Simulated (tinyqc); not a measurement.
Inside a calculation: smearing for a one-band metal on the fcc lattice. Values are carried at full precision from step to step, so a last printed digit may differ when a step is redone from the rounded ones.

Lattice vectors (units of a): a1 = (0, 1/2, 1/2), a2 = (1/2, 0, 1/2), a3 = (1/2, 1/2, 0). E(k) = -t A_1(k) - t2 A_2(k), A_m the sum of cos(k . R) over the 12 nearest and 6 second lattice vectors. Mesh k = sum (j_i/N) b_i, j_i = 0 .. N-1.

Parameters, chosen for this exercise: t = 1.08 eV (nearest hopping); t2 = 0.28 eV (second hopping); N = 4 (unshifted mesh); ne = 1.11 (electrons per cell); sigma = 0.324 eV (width).

## Levels on the mesh

Evaluate the band and collect equal energies with their counts.

Distinct levels:
```
E_k (eV),points
-14.6400,1
-6.4800,8
-4.8800,6
0.5600,12
1.6800,4
2.1600,24
2.6400,3
3.7600,6
```

8 distinct levels; the mean spacing is 2.629 eV.

## Fermi level with Fermi-Dirac smearing

With x = (E_k - mu)/sigma: Fermi-Dirac f = 1/(1 + exp(x)), s = -f ln f - (1 - f) ln(1 - f). With weights w = points/N^d (d the dimension), mu solves 2 sum w f = ne; E = 2 sum w f E_k, S = 2 sum w s, F = E - sigma S.

Weights w = points/total. Bisection from the lowest and highest level; ten steps are shown.

Bisection:
```
step,low (eV),high (eV),mu (eV),electrons
1,-14.6400,3.7600,-5.4400,0.2998
2,-5.4400,3.7600,-0.8400,0.4738
3,-0.8400,3.7600,1.4600,0.9439
4,1.4600,3.7600,2.6100,1.6116
5,1.4600,2.6100,2.0350,1.2505
6,1.4600,2.0350,1.7475,1.0734
7,1.7475,2.0350,1.8913,1.1567
8,1.7475,1.8913,1.8194,1.1136
9,1.7475,1.8194,1.7834,1.0931
10,1.7834,1.8194,1.8014,1.1032
```

## Occupations and energies

Converge mu, then list x, f and s of each level and form the sums.

mu = 1.8132 eV

x, f and s of each level:
```
E_k (eV),x,f,s
-14.6400,-50.78,1.0000,0.0000
-6.4800,-25.60,1.0000,0.0000
-4.8800,-20.66,1.0000,0.0000
0.5600,-3.87,0.9795,0.0999
1.6800,-0.41,0.6014,0.6724
2.1600,1.07,0.2554,0.5681
2.6400,2.55,0.0723,0.2596
3.7600,6.01,0.0025,0.0172
```

E = -2.2272 eV
S = 0.5752
F = -2.4136 eV
(E + F)/2 = -2.3204 eV

Levels with f between 0.001 and 0.999: 5. (E + F)/2 removes the term in sigma^2 for this scheme. That argument needs a smooth density of states, and the number of distinct levels within 2 sigma of mu is only 2, so it may fail on this mesh.

## Checks

- The slope dF/d sigma by finite differences against -S: both -0.57517.
- The slope dF/d ne by finite differences against mu (eV): both 1.8132.

Run: tinyqc, `OMP_NUM_THREADS=1 python tinyqc.py 1651415 1651416 out.jsonl`; Intel(R) Xeon(R) Processor @ 2.30GHz, one thread, shared host; about 0.3 s of CPU time with all checks.
